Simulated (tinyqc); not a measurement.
Electroplating on a thin resistive seed layer: kinetics, Wagner number and the terminal effect across a wafer: one step, computed by the program tinyqc. Command: `OMP_NUM_THREADS=1 python tinyqc.py 3121497 3121498 out.jsonl terminal walk`. One thread of a shared host (Intel(R) Xeon(R) Processor @ 2.30GHz), about 0.02 s of CPU time with the checks.

Current enters the seed at the rim. The bath is treated as a local resistance per area (no lateral flow in the liquid), two electrons per ion, molar volume 7.11 cm^3/mol, Faraday constant F = e N_A, kinematic viscosity 0.01 cm^2/s, omega = 2 pi x rpm/60; k_B T/e is in volts.

Question. Linear estimate of the terminal effect. Linearised: with R_t = kinetic + bath resistance the current density obeys (1/r)(r i')' = i R_s/R_t, so i = A I_0(r/l), l = sqrt(R_t/R_s); with x = R/l, edge/centre = I_0(x) and edge/mean = x I_0(x)/(2 I_1(x)). Voltage drop in the seed for a uniform current: i R_s R^2/4.

Inputs (values chosen for the exercise, of the order of those for copper plating on a thin cobalt or ruthenium seed): wafer radius R = 15 cm; mean current density = 10 mA/cm^2; temperature T = 298 K.

kinetic resistance = 3.776420 ohm cm^2

bath resistance R_b = 60 ohm cm^2

sheet resistance R_s = 1.52 ohm/square

Give: length l; x = R/l; edge over centre, linear; edge over mean, linear; drop for uniform current.

Answer.

length l = 6.4775 cm

x = R/l = 2.3157

edge over centre, linear = 2.8628

edge over mean, linear = 1.5576

drop for uniform current = 855 mV
